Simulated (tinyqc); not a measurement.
Donor or exciton in a quantum well (variational effective-mass method). Changing the well width L. Computed by tinyqc, a small Python program. Command: `OMP_NUM_THREADS=1 python tinyqc.py 3002137 3002138 out.jsonl welldonor sweep`. One thread of a shared host (Intel(R) Xeon(R) Processor @ 2.30GHz), about 0.08 s of CPU time with the checks.

Electron and hole in their lowest subbands f(z) = cos(pi z/L); relative in-plane motion exp(-rho/lambda) (separable trial function), H = -nabla_rho^2 - 2/sqrt(rho^2 + (z_e - z_h)^2) in effective units. Mass and screening are the same in well and barrier; l = L/a* is the width in effective units. Bands are flat: no polarisation or applied field.

Inputs (values chosen for the exercise, modelled on InAs): electron mass m = 0.0269 m_0; dielectric constant eps = 15; in-plane hole mass m_h = 0.269 m_0.

Centre: exciton. Barriers: infinite.

Constants: Ry = 13.605693123 eV; a_0 = 0.529177210903 angstrom.

Method:
- mu = m m_h/(m + m_h) takes the place of m; Ry* = Ry m/eps^2, a* = a_0 eps/m; l = L/a*.
- k = pi/l; f = cos(k z) inside and zero outside.
- Binding E_b(lambda) = -1/lambda^2 + (8/lambda^2) int_0^l P(z) g(z) dz, with P(z) = (2/l) [(1 - z/l)(1 + cos(2 pi z/l)/2) + (3/(4 pi)) sin(2 pi z/l)] the distribution of |z_e - z_h| and g(z) = int_z^infinity exp(-2 sqrt(r^2 - z^2)/lambda) dr = int_0^infinity exp(-2 rho/lambda) rho/sqrt(rho^2 + z^2) d rho; 40 Gauss-Legendre points in z and 40 in t with rho = lambda t/(1 - t).
- Golden-section search for the maximum over lambda from 0.3 to 4, 40 steps.

One run for each value:
```
well width L (nm)  binding energy (meV)  radius lambda a* (nm)  binding in Ry*
2.0                               5.425                  17.63           3.669
3.1                               5.215                  18.28           3.527
4.8                               4.940                  19.19           3.341
7.3                               4.612                  20.37           3.119
11.0                              4.233                  21.91           2.862
17.0                              3.780                  24.05           2.556
27.0                              3.263                  27.05           2.207
41.0                              2.790                  30.55           1.887
64.0                              2.304                  35.30           1.558
```

Describe and explain the trends.

Over the rows, binding energy (meV) falls from 5.43 to 2.30 (exponent d ln y / d ln x -0.090 between the first rows and -0.43 between the last); radius lambda a* (nm) rises from 17.6 to 35.3 (exponent d ln y / d ln x 0.083 between the first rows and 0.32 between the last); binding in Ry* falls from 3.67 to 1.56 (exponent d ln y / d ln x -0.090 between the first rows and -0.43 between the last). Squeezing the envelope brings the charges closer, and the binding rises towards the two-dimensional 4 Ry*.

Caution (rows 2.00, 3.10, 4.80, 7.30, 11.0): so narrow a well has large confinement energy, where non-parabolicity and barrier penetration matter.

Extremes, crossings and ranges named in words are read from the listed rows.
